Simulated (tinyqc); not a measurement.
Band bending at a free surface with a continuum of surface states, surface photovoltage and Kelvin probe: one step of the calculation.

n-type bulk, xi = Ec - EF = Vt ln(Nc/Nd), p0 = ni^2/Nd, ni = sqrt(Nc Nv) exp(-Eg/(2 Vt)), Eg in volts. b is the upward band bending, u = b/Vt. Space charge per area, in units of q: Qc = sign(b) sqrt((2 eps0 eps_r Vt/q) [(Nd + dn)(exp(-u) - 1) + Nd u + (p0 + dn)(exp(u) - 1)]), with dn the excess density under light (flat quasi-Fermi levels; 0 in the dark). The states hold -Ds (E0 - xi - b): negative while the Fermi level lies above the neutrality level. Neutrality: Qc + Qf + (charge of the states) = 0.

Question. Work function and Kelvin-probe reading. Work function chi + xi + b; contact potential difference CPD = (work function of the sample) - pt. Depth of EF below Ec at the surface: xi + b. Depletion width Qc/Nd.

Parameters, values chosen for the exercise; band and dielectric values those of a made-up semiconductor:

| symbol | value | unit | meaning |
|---|---|---|---|
| T | 300 | K | temperature |
| Eg | 1.1 | eV | band gap |
| eps_r | 16.1 |  | relative permittivity |
| Nc | 3.93e17 | cm^-3 | conduction-band density of states at T |
| Nv | 1.17e19 | cm^-3 | valence-band density of states at T |
| chi | 4.73 | eV | electron affinity |
| Nd | 2.2e15 | cm^-3 | donor density |
| pt | 5.19 | eV | work function of the probe tip |
| E0 | 0.52 | eV | depth of their neutrality level below the conduction edge |

Constants: q = 1.602176634e-19 C, kB = 1.380649e-23 J/K, Vt = kB T/q, eps0 = 8.8541878128e-14 F/cm where lengths are in cm. Results are converted to the units shown.

converged b = 0.17177467 V

Find: xi + b; Qc; Qc/Nd; work function; CPD.

Answer.

xi + b = 0.30583 eV
Qc = 7.5591e10 cm^-2
Qc/Nd = 343.60 nm
work function = 5.0358 eV
CPD = -154.17 mV

The Fermi level lies 214 meV above the neutrality level.

Numbers from tinyqc (`OMP_NUM_THREADS=1 python tinyqc.py 2430162 2430163 out.jsonl`; about 0.01 s on one thread of a shared Intel Xeon 2.30GHz).
